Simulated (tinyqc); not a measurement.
Threshold-voltage variability of a planar MOSFET, analytic estimates: one step of the calculation.

Three independent sources add in quadrature: random dopants in the depleted layer, metal-gate grains of two orientations, and roughness of the two gate edges acting through the roll-off VT = VT(long) - Vr exp(-L/l). These are first-order estimates: no three-dimensional electrostatics, no percolation.

Question. Margin in standard deviations for the wanted yield. Cells fail independently with probability Q(k) = erfc(k/sqrt(2))/2 when the margin is k standard deviations, and Y = exp(-Nb Q(k)). phi = exp(-k^2/2)/sqrt(2 pi). Newton steps on ln Q(k) = ln(-ln(Y)/Nb): k(new) = k + [ln Q - ln(-ln(Y)/Nb)] Q/phi.

Inputs (values chosen for the exercise): number of cells Nb = 268435456; wanted yield Y = 0.999.

k after iteration 1 = 7.7758538

Wanted: Q(k); phi; k after iteration 2.

Answer.

Q(k) = 3.747e-15
phi = 2.960e-14
k after iteration 2 = 6.902

Computed by the program tinyqc: `OMP_NUM_THREADS=1 python tinyqc.py 2090112 2090113 out.jsonl`, one thread of a shared Intel Xeon 2.30GHz, about 0.01 s for the whole run.
